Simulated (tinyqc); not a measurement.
Smearing for a one-band metal on the simple cubic lattice, step by step. Values are carried at full precision from step to step, so a last printed digit may differ when a step is redone from the rounded ones.

Lattice vectors (units of a): a1 = (1, 0, 0), a2 = (0, 1, 0), a3 = (0, 0, 1). E(k) = -t A_1(k) - t2 A_2(k), A_m the sum of cos(k . R) over the 6 nearest and 12 second lattice vectors. Mesh k = sum (j_i/N) b_i, j_i = 0 .. N-1.

Parameters, chosen for this exercise: t = 0.91 eV (nearest hopping); t2 = 0.03 eV (second hopping); N = 6 (unshifted mesh); ne = 1 (electrons per cell); sigma = 0.455 eV (width).

## Levels on the mesh

Evaluate the band and collect equal energies with their counts.

Distinct levels:

| E_k (eV) | points |
|---|---|
| -5.8200 | 1 |
| -4.7900 | 6 |
| -3.7900 | 12 |
| -2.8200 | 8 |
| -2.7300 | 6 |
| -1.7900 | 24 |
| -1.7000 | 3 |
| -0.8800 | 24 |
| -0.7900 | 12 |
| 0.0900 | 24 |
| 0.9400 | 24 |
| 1.0300 | 12 |
| 1.8500 | 24 |
| 1.9400 | 3 |
| 2.6400 | 8 |
| 2.7300 | 6 |
| 3.4900 | 12 |
| 4.3100 | 6 |
| 5.1000 | 1 |

19 distinct levels; the mean spacing is 0.607 eV.

## Fermi level with Methfessel-Paxton (first order) smearing

With x = (E_k - mu)/sigma: Methfessel-Paxton (first order) f = erfc(x)/2 - x exp(-x^2)/(2 sqrt(pi)), s = (1 - 2 x^2) exp(-x^2)/(4 sqrt(pi)). With weights w = points/N^d (d the dimension), mu solves 2 sum w f = ne; E = 2 sum w f E_k, S = 2 sum w s, F = E - sigma S.

Weights w = points/total. Bisection from the lowest and highest level; ten steps are shown.

Bisection:

| step | low (eV) | high (eV) | mu (eV) | electrons |
|---|---|---|---|---|
| 1 | -5.8200 | 5.1000 | -0.3600 | 0.8932 |
| 2 | -0.3600 | 5.1000 | 2.3700 | 1.7093 |
| 3 | -0.3600 | 2.3700 | 1.0050 | 1.2980 |
| 4 | -0.3600 | 1.0050 | 0.3225 | 1.0737 |
| 5 | -0.3600 | 0.3225 | -0.0187 | 0.9595 |
| 6 | -0.0187 | 0.3225 | 0.1519 | 1.0218 |
| 7 | -0.0187 | 0.1519 | 0.0666 | 0.9901 |
| 8 | 0.0666 | 0.1519 | 0.1092 | 1.0061 |
| 9 | 0.0666 | 0.1092 | 0.0879 | 0.9981 |
| 10 | 0.0879 | 0.1092 | 0.0986 | 1.0021 |

## Occupations and energies

Converge mu, then list x, f and s of each level and form the sums.

mu = 0.0930 eV

x, f and s of each level:

| E_k (eV) | x | f | s |
|---|---|---|---|
| -5.8200 | -13.00 | 1.0000 | 0.0000 |
| -4.7900 | -10.73 | 1.0000 | 0.0000 |
| -3.7900 | -8.53 | 1.0000 | 0.0000 |
| -2.8200 | -6.40 | 1.0000 | 0.0000 |
| -2.7300 | -6.20 | 1.0000 | 0.0000 |
| -1.7900 | -4.14 | 1.0000 | 0.0000 |
| -1.7000 | -3.94 | 1.0000 | 0.0000 |
| -0.8800 | -2.14 | 1.0050 | -0.0119 |
| -0.7900 | -1.94 | 1.0096 | -0.0213 |
| 0.0900 | -0.01 | 0.5057 | 0.1410 |
| 0.9400 | 1.86 | -0.0122 | -0.0262 |
| 1.0300 | 2.06 | -0.0066 | -0.0152 |
| 1.8500 | 3.86 | 0.0000 | 0.0000 |
| 1.9400 | 4.06 | 0.0000 | 0.0000 |
| 2.6400 | 5.60 | 0.0000 | 0.0000 |
| 2.7300 | 5.80 | 0.0000 | 0.0000 |
| 3.4900 | 7.47 | 0.0000 | 0.0000 |
| 4.3100 | 9.27 | 0.0000 | 0.0000 |
| 5.1000 | 11.00 | 0.0000 | 0.0000 |

E = -1.8250 eV
S = 0.0188
F = -1.8336 eV
(E + F)/2 = -1.8293 eV

Levels with f between 0.001 and 0.999: 1. f leaves the range 0 to 1: it runs from -0.0122 to 1.0096. For this scheme F itself has no term in sigma^2, so F is the estimate of the energy at zero width. That argument needs a smooth density of states, and the number of distinct levels within 2 sigma of mu is only 3, so it may fail on this mesh.

## Checks

- The slope dF/d sigma by finite differences against -S: both -0.018834.
- The slope dF/d ne by finite differences against mu (eV): both 0.093049.

Program tinyqc; command `OMP_NUM_THREADS=1 python tinyqc.py 1652189 1652190 out.jsonl`; about 0.3 s on one thread of a shared Intel(R) Xeon(R) Processor @ 2.30GHz.
